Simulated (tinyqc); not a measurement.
## MOS structure on a p-type body with a doping step (retrograde), non-linear Poisson equation by Newton steps: effect of the depth of the doping step on threshold, swing and body effect

One dimension, insulator interface at x = 0, acceptor density N1 for x < x1 and Na beyond, net doping C = -(acceptor density). psi is counted from the intrinsic level: n = ni exp((psi - Vb)/Vt), p = ni exp(-psi/Vt); deep in the body psi_b = -Vt ln(Na/ni). The gate acts through Cox = eps0 eox/tox and has the potential psi_G = Vg - (phiM - chi - Vt ln(Nc/ni)). Boltzmann statistics, full ionisation, classical densities, no oxide or interface charge.

ni = sqrt(Nc Nv) exp(-Eg/(2 Vt)), Eg in volts. The Poisson equation d/dx(eps0 eps_r dpsi/dx) = -q (p - n + C), with eps0 eps_r dpsi/dx = -Cox (psi_G - psi_0) at x = 0, is solved on a mesh of about 600 nodes or more. N_inv is the integral of n less its value deep in the body. VT is the Vg at which N_inv = 2e11 cm^-2. m = 1/(dpsi_0/dVg) at N_inv = 1e8 cm^-2; the swing is the Vg between N_inv = 1e8 and 1e9 cm^-2; body coefficient [VT(Vb + 0.05 V) - VT(Vb)]/0.05 V - 1.

Parameters, values chosen for the exercise; band and dielectric values close to those of silicon: temperature T = 250 K; band gap Eg = 1.12 eV; relative permittivity eps_r = 11.5; conduction-band density of states at T Nc = 2.16e19 cm^-3; valence-band density of states at T Nv = 2.03e19 cm^-3; electron affinity chi = 4.1 eV; acceptor density deep in the body Na = 1.4e16 cm^-3; relative permittivity of the gate insulator (close to hafnium oxide) eox = 22.1; insulator thickness tox = 8.1 nm; gate work function phiM = 4.44 eV; electron quasi-Fermi potential against the body Vb = 1.3 V; acceptor density above the step N1 = 1.4e15 cm^-3.

Constants: q = 1.602176634e-19 C, kB = 1.380649e-23 J/K, Vt = kB T/q, eps0 = 8.8541878128e-14 F/cm where lengths are in cm. Results are converted to the units shown.

Effect of the depth of the doping step on threshold, swing and body effect:

| x1 (nm) | VT (V) | psi_0 - psi_b at VT (V) | m - 1 | swing (mV/decade) | body coefficient |
|---|---|---|---|---|---|
| 32 | 1.63 | 2.20 | 0.0102 | 50.5 | 0.0140 |
| 48 | 1.62 | 2.20 | 0.0101 | 50.5 | 0.0141 |
| 70 | 1.62 | 2.20 | 0.0101 | 50.5 | 0.0142 |
| 100 | 1.62 | 2.19 | 0.00995 | 50.5 | 0.0143 |
| 150 | 1.61 | 2.19 | 0.00968 | 50.5 | 0.0143 |
| 220 | 1.61 | 2.19 | 0.00919 | 50.5 | 0.0141 |
| 320 | 1.60 | 2.19 | 0.00836 | 50.5 | 0.0136 |

What does the comparison show?

As x1 goes from 32 to 320, VT falls from 1.63 to 1.60 V, the swing stays near 50.5 mV/decade and the body coefficient goes from 0.0140 through a maximum of 0.0143 (at x1 = 150 among the rows listed) to 0.0136. The swing stays within 0.94 % of m Vt ln 10, and the body coefficient within 0.0052 of m - 1.

Program tinyqc, `OMP_NUM_THREADS=1 python tinyqc.py 2080001 2080002 out.jsonl`; Intel Xeon 2.30GHz, shared host, one thread, about 0.4 s.
